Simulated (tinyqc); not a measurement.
From results back to parameters: localisation in a chain with random site energies (transfer matrices). Three cases, with inputs chosen for the exercise.

Problem. In the localised range mean ln T = c - 2N/xi, xi being the localisation length in sites, and site energies spread evenly over a width W give xi = 24 (4t^2 - E^2)/W^2 for weak disorder. The two means come from a hidden xi.

Find: xi; W.

Method. The slope gives xi = 2 (N2 - N1)/(difference of the means), and W = sqrt(24 (4t^2 - E^2)/xi).

Case 1.

Values chosen: t = 1.8 eV (hopping); E = -1.62 eV (energy); N1 = 65 (first length); N2 = 187 (second length).

mean ln T: N1 -7.03566, N2 -19.35889

Solution.

xi = 19.8 sites
W = 3.54 eV

Case 2.

Values chosen: t = 1.49 eV (hopping); E = -1.8 eV (energy); N1 = 68 (first length); N2 = 179 (second length).

mean ln T: N1 -4.94897, N2 -12.06436

Solution.

xi = 31.2 sites
W = 2.08 eV

Case 3.

Values chosen: t = 1.07 eV (hopping); E = -0.96 eV (energy); N1 = 68 (first length); N2 = 208 (second length).

mean ln T: N1 -4.25572, N2 -11.88515

Solution.

xi = 36.7 sites
W = 1.55 eV

Computed by tinyqc, one run a case: `OMP_NUM_THREADS=1 python tinyqc.py N N+1 out.jsonl` with N = 1482418, 1482437, 1482553; one thread of a shared Intel(R) Xeon(R) Processor @ 2.30GHz, about 0.07 s a run at most.
